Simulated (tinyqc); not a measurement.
What each parameter does: five-level k.p model folded onto the conduction band.

Second-order sums for the lowest conduction level at E: 1/m = 1 + Cm + (Ep/3)(2/E + 1/(E + Dso)) - (Ep2/3)(2/(E7 + D2 - E) + 1/(E7 - E)); g/2 = 1 + Cg - (Ep/3)(1/E - 1/(E + Dso)) - (Ep2/3)(1/(E7 - E) - 1/(E7 + D2 - E)). E is counted from the top of the valence band; E = Eg at the edge.

Inputs chosen for the exercise (near those of GaAs; shifted at random, so the results belong to these values and not to a real crystal):
- Eg = 1.532 eV (gap at Gamma to the s-like level)
- Dso = 0.344 eV (spin-orbit splitting)
- Ep = 25 eV (Kane energy)
- E7 = 4.46 eV (upper Gamma7 conduction level, from the valence top)
- D2 = 0.16 eV (its spin-orbit splitting, Gamma8 above Gamma7)
- Ep2 = 6 eV (Kane energy to the upper levels)
- Cm = 0.9 (remote term in 1/m)
- Cg = -0.02 (remote term in g/2)

Mass and g at E = Eg.

One parameter was then changed.

Results before and after:
```
case,m (m0),g
base,0.06561,-0.1057
changed,0.05961,-0.3051
```

Which of these changes was made? (a) Eg = 1.685 eV; (b) D2 = 0.176 eV; (c) Ep2 = 5.4 eV; (d) E7 = 4.906 eV; (e) Ep = 27.5 eV; (f) Dso = 0.378 eV.

Answer: (e) Ep = 27.5 eV. Of the candidates, run in turn, only this one gives the changed row.

All candidates:
```
case,m (m0),g
base,0.06561,-0.1057
Eg = 1.685 eV,0.07239,0.2045
Dso = 0.378 eV,0.06595,-0.2638
Ep = 27.5 eV,0.05961,-0.3051
E7 = 4.906 eV,0.06453,-0.0885
D2 = 0.176 eV,0.06558,-0.1123
Ep2 = 5.4 eV,0.06476,-0.0986
```

Program tinyqc; command `OMP_NUM_THREADS=1 python tinyqc.py 1081158 1081159 out.jsonl`; about 0.01 s on one thread of a shared Intel(R) Xeon(R) Processor @ 2.30GHz.
